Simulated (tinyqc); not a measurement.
Off-state leakage of single and stacked transistors: two steps of the calculation.

n-channel devices of unit width. Subthreshold current I(Vg, Vs, Vd) = I0 (T/300 K)^0.5 exp[(Vg - Vs - VT(T) - gb (Vs - Vb) + dd (Vd - Vs))/(nf Vt)] (1 - exp(-(Vd - Vs)/Vt)), VT(T) = VT - cT (T - 300 K). Gate-edge tunnelling Ig (Vd/1 V) exp(ag (Vd - 1 V)), for a gate at 0 V, and band-to-band leakage Ab u exp(-Bb/u), u = Vd - Vb + 1 V, flow at a drain held at V; both are taken as independent of T. In a stack of off transistors (all gates at 0 V) the same subthreshold current passes through each.

Parameters, values chosen for the exercise; values of the order met in bulk silicon logic transistors:
- T = 398 K (temperature)
- V = 0.8 V (supply voltage)
- VT = 0.45 V (threshold at 300 K, zero drain and body bias)
- cT = 0.8 mV/K (fall of the threshold with temperature)
- I0 = 0.24 uA/um (current at threshold at 300 K)
- nf = 1.2 (slope factor)
- dd = 0.08 (drain-induced lowering per volt)
- gb = 0.1 (rise of the threshold per volt of source-body bias)
- Ig = 0.0007 uA/um (gate-edge tunnelling current at 1 V)
- ag = 4.4 1/V (exponential slope of the gate current)
- Ab = 3 uA/(um V) (prefactor of band-to-band leakage at the drain)
- Bb = 28 V (its exponential voltage)
- Vb = 0 V (body voltage)

Constants: q = 1.602176634e-19 C, kB = 1.380649e-23 J/K, Vt = kB T/q. Results are converted to the units shown.

Question 1. Leakage of one transistor. Vg = Vs = 0, Vd = V; effective threshold VT(T) - gb Vb - dd V.

Give: effective threshold; parts; total; shares.

Answer 1.

effective threshold = 0.30760 V
parts (nA/um): subthreshold 0.15693, gate edge 0.23228, band-to-band 9.4777e-4
total = 0.39016 nA/um
shares (%): subthreshold 40.222, gate edge 59.535, band-to-band 0.24292

The gate edge part is the largest.

Question 2. New Vx. Stack of two, Vx the node between them: I_low = I(0, 0, Vx), I_up = I(0, Vx, V), f = ln(I_up/I_low), f' = -(1 + gb + 2 dd)/(nf Vt) - 1/(Vt (exp(Vx/Vt) - 1)) - 1/(Vt (exp((V - Vx)/Vt) - 1)), Vx(new) = Vx - f/f'.

Vx at the start = 0.051 V

Find: I_low; I_up; f; f'; Vx after iteration 1.

Answer 2.

I_low = 0.028322 nA/um
I_up = 0.036364 nA/um
f = 0.24993
f' = -39.131 1/V
Vx after iteration 1 = 0.057387 V

Program tinyqc, `OMP_NUM_THREADS=1 python tinyqc.py 2242046 2242047 out.jsonl`; Intel Xeon 2.30GHz, shared host, one thread, about 0.03 s.
